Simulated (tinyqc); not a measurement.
Comparisons within one model: Stoner model of a band ferromagnet. A value that a table varies takes the place of the one given here.

Density of states per atom and spin: flat with a rise to the top, D(e) = (M/W) [1 - sp + 4 sp (e/W + 1/2)^3]. Levels e -/+ I m/2 for up and down spin, m = n_up - n_down, n_up + n_down = nd. At zero temperature e(N) is the energy below which N states lie, and E(m) = sum over spins of integral e D de - I m^2/4.

Constants: kB = 8.617333262e-05 eV/K.

Inputs chosen for the exercise: W = 6.3 eV (band width, e from -W/2 to W/2); M = 5 (states per atom and spin); nd = 9.06 (electrons per atom); sp = 0.26 (shape parameter); I = 1.24 eV (Stoner parameter).

## Moment against temperature

Fermi-Dirac occupations on 600 equal energy intervals; m is iterated from saturation until it changes by less than 1e-7 or for 400 rounds; the paramagnet is unstable while I times the mean of D weighted by -df/de exceeds 1.

Results:
```
T/Tc  T (K)  m (muB)  I D(T) of the paramagnet
0.10    401    0.940                     1.591
0.30   1204    0.935                     1.533
0.50   2006    0.891                     1.372
0.65   2608    0.809                     1.245
0.80   3209    0.659                     1.130
0.90   3611    0.487                     1.062
0.95   3811    0.352                     1.030
1.10   4413    0.000                     0.944
```

Tc (from I D(T) = 1) = 4.01e+03 K

kB Tc = 0.346 eV, 0.30 of the exchange splitting at zero temperature. m keeps 0.95 of its first value at half Tc and 0.52 at 0.9 Tc. The model knows only Stoner excitations; spin waves and local moments bring the ordering temperature below the Stoner value.

## Moment against the Stoner parameter

Lowest state for each I.

Results:
```
I (eV)  I D(EF)  m (muB)  E - E(0) (meV)
0.47      0.603    0.000             0.0
0.63      0.808    0.000             0.0
0.71      0.911    0.000             0.0
0.78      1.001    0.464             0.0
0.86      1.103    0.940           -17.5
0.98      1.257    0.940           -44.0
1.17      1.501    0.940           -86.0
1.41      1.809    0.940          -139.0
```

A moment first appears at I = 0.78 eV of those listed, where I D(EF) = 1.001. It is saturated at 0.940 from I = 0.86 eV on.

## Moment against band filling

Rigid band, I fixed: a Slater-Pauling curve.

Results:
```
nd   I D(EF)  m (muB)  m_max
3.0    0.792    0.000    3.0
4.0    0.869    0.000    4.0
5.0    0.976    0.000    5.0
6.0    1.107    4.000    4.0
6.5    1.179    3.500    3.5
7.0    1.255    3.000    3.0
7.5    1.333    2.500    2.5
8.0    1.414    2.000    2.0
8.5    1.497    1.500    1.5
9.0    1.581    1.000    1.0
9.5    1.666    0.500    0.5
```

Magnetic fillings among those listed: 6.0, 6.5, 7.0, 7.5, 8.0, 8.5, 9.0 and 9.5; the largest moment is 4.00 at nd = 6. At 6.0, 6.5, 7.0, 7.5, 8.0, 8.5, 9.0 and 9.5 the moment is saturated and follows m_max, changing by one per electron.

## What moves the moment

Lowest state for each case. Each row changes one parameter from the base and keeps the others.

Results:
```
case          I D(EF)  m (muB)  E - E(0) (meV)
base            1.591    0.940          -101.5
W = 5.796 eV    1.729    0.940          -115.3
I = 1.339 eV    1.718    0.940          -123.4
nd = 8.76       1.540    1.240          -166.4
sp = 0.36       1.855    0.940          -126.0
```

The largest shifts from the base row, up to three for each result and ties (the steps differ in size, so this ranks the rows, not the parameters). I D(EF): sp +0.264, W +0.138, I +0.127. m (muB): nd +0.300; unchanged at the printed digits by W, I and sp. E - E(0) (meV): nd -64.9, sp -24.5, I -21.9.

Program tinyqc; command `OMP_NUM_THREADS=1 python tinyqc.py 1652777 1652778 out.jsonl`; about 0.2 s on one thread of a shared Intel(R) Xeon(R) Processor @ 2.30GHz.
